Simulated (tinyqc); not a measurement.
Electromigration in a confined line: Blech product, Korhonen stress evolution and Black's law: one step, computed by the program tinyqc.

The electron wind pushes atoms from the cathode (x = 0) to the anode (x = L); blocking ends build a back stress (tension positive). The input rho is taken not to change with temperature. d sigma/dt = d/dx [kappa (d sigma/dx + G)], with zero flux at both ends and sigma = sigma_0 at t = 0.

Task: Driving force and diffusivities. G = Z* e rho j/Omega; D = D0 exp(-E/(k_B T)); kappa = D B Omega/(k_B T); drift velocity of an unconfined line v = D Z* e rho j/(k_B T). SI: 1 micro-ohm cm = 1e-8 ohm m, 1 MA/cm^2 = 1e10 A/m^2. Temperatures in kelvin are T(C) + 273.15.

Inputs (values chosen for the exercise, close to those used for cobalt lines): resistivity rho = 11 micro-ohm cm; atomic volume Omega = 11.1 angstrom^3; effective charge number Z* = 2.9; prefactor D0 = 1.2e-06 m^2/s; activation energy E = 1.26 eV; effective modulus B = 44 GPa; current density j = 4.8 MA/cm^2; test temperature T = 260 C.

Start: thermal stress.

Constants: e = 1.602176634e-19 C; k_B = 8.617333262e-05 eV/K; k_B = 1.380649e-23 J/K.

Give: stress gradient G; diffusivity D; kappa; drift velocity.

Result:

stress gradient G = 221.0 MPa/um

diffusivity D = 1.474e-18 m^2/s

kappa = 9.783e-17 m^2/s

drift velocity = 1.769 nm/h
